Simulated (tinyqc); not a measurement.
Quasi-harmonic thermal expansion with mode Grueneisen parameters: one step, computed by the program tinyqc. Command: `OMP_NUM_THREADS=1 python tinyqc.py 3011747 3011748 out.jsonl qha walk`. One thread of a shared host (Intel(R) Xeon(R) Processor @ 2.30GHz), about 0.03 s of CPU time with the checks.

A crystal with two atoms a cell; per atom there are 1 transverse acoustic (TA), 1/2 longitudinal acoustic (LA) and 3/2 optical (O) modes. Every frequency of group i scales as nu_i (V/V0)^(-gamma_i). The acoustic groups have Debye spectra, density 3 nu^2/nu_i^3 up to nu_i (40 Gauss-Legendre points); the optical group has one frequency. Static energy: E = (9 V0 B0/16) [y^3 B' + y^2 (2 - 4 y)], y = (V0/V)^(2/3) - 1, with pressure P_s = (3 B0/2) (z^7 - z^5) [1 + (3/4)(B' - 4)(z^2 - 1)], z = (V0/V)^(1/3).

Problem. Properties at the equilibrium volume. For a mode with x = h nu/(k_B T), n = 1/(exp(x) - 1): U = h nu (n + 1/2), C/k_B = x^2 n (n + 1); U_i and C_i sum these over group i with its weight per atom. Phonon pressure P_ph = sum_i gamma_i U_i/V. B_T = -V d(P_s + P_ph)/dV at fixed T (central difference, step 1e-4 V); alpha_V = sum gamma_i C_i k_B/(B_T V), all at V(T); the linear coefficient is alpha_L = alpha_V/3. C_P - C_V = alpha_V^2 B_T V T; the optical frequency is nu_O (V/V0)^(-gamma_O).

Inputs (values chosen for the exercise, for a model crystal):
```
quantity                       value             unit
static volume V0                21.2  angstrom^3/atom
static bulk modulus B0          60.2              GPa
static B'                       4.48                -
frequency nu_TA                 2.04              THz
frequency nu_LA                 4.57              THz
frequency nu_O                  7.88              THz
Grueneisen parameter gamma_TA  -0.88                -
Grueneisen parameter gamma_LA    1.8                -
Grueneisen parameter gamma_O     1.3                -
temperature T                    120                K
```

Acoustic groups: Debye.

volume V(T) = 21.29615 angstrom^3/atom

Constants: h x 1 THz = 4.135667696 meV; k_B = 8.617333262e-05 eV/K; 1 eV/angstrom^3 = 160.2176634 GPa.

Give: volume change from V0; isothermal bulk modulus B_T; linear expansion coefficient; C_V; C_P - C_V; optical frequency at V(T).

Solution.

volume change from V0 = 0.4535 %

isothermal bulk modulus B_T = 59.55 GPa

linear expansion coefficient = 3.008 ppm/K

C_V = 2.095 k_B/atom

C_P - C_V = 8.973e-04 k_B/atom

optical frequency at V(T) = 7.834 THz
